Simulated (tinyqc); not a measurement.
# Capacitances against the line height

Endless row of lines of width wl, height tl and space sl between grounded planes at distance hd; e2 fills the gaps beside the lines, e1 the rest. Laplace's equation is solved on meshes of 3, 6 and 12 steps per unit u and extrapolated (Aitken), which is good to about 0.2 %. C_even (all lines at 1 V) is the capacitance Cg to the planes; C_odd (neighbours in antiphase) = Cg + 4 Cc if only nearest neighbours couple, which defines Cc; total with quiet neighbours Cg + 2 Cc. Plate values 2 eps0 e1 wl/hd and eps0 e2 tl/sl.

Inputs (values chosen for the exercise): relative permittivity above and below the lines e1 = 2.4; relative permittivity between the lines e2 = 2; line width, in units u wl = 6 u; space between lines sl = 6 u; distance to each plane hd = 8 u.

Constants: eps0 = 8.8541878128e-12 F/m. Results are converted to the units shown.

The same in every row: plate Cg (aF/um) = 31.9.

Capacitances against the line height:
```
tl (u)	Cg (aF/um)	Cc (aF/um)	Cg + 2 Cc (aF/um)	C_odd (aF/um)	plate Cc (aF/um)	share of coupling, 2 Cc/(Cg + 2 Cc) (%)
2	58.1	14.1	86.4	115	5.90	32.7
4	59.1	19.9	98.8	139	11.8	40.2
6	59.4	25.7	111	162	17.7	46.4
8	59.5	31.6	123	186	23.6	51.5
12	59.6	43.4	146	233	35.4	59.3
16	59.6	55.2	170	280	47.2	64.9
```

Read the table: what changes, and by how much?

As tl goes from 2 to 16, Cg rises from 58.1 to 59.6 aF/um, Cc rises from 14.1 to 55.2 aF/um and the share of coupling rises from 32.7 to 64.9 %. Cg is 1.82 times its plate value in the first row and 1.87 times in the last; for Cc the ratios are 2.39 and 1.17. Neighbours in antiphase raise the load by a factor of 1.33 and 1.65 over quiet ones.

Numbers from tinyqc (`OMP_NUM_THREADS=1 python tinyqc.py 2790197 2790198 out.jsonl`; about 0.8 s on one thread of a shared Intel Xeon 2.30GHz).
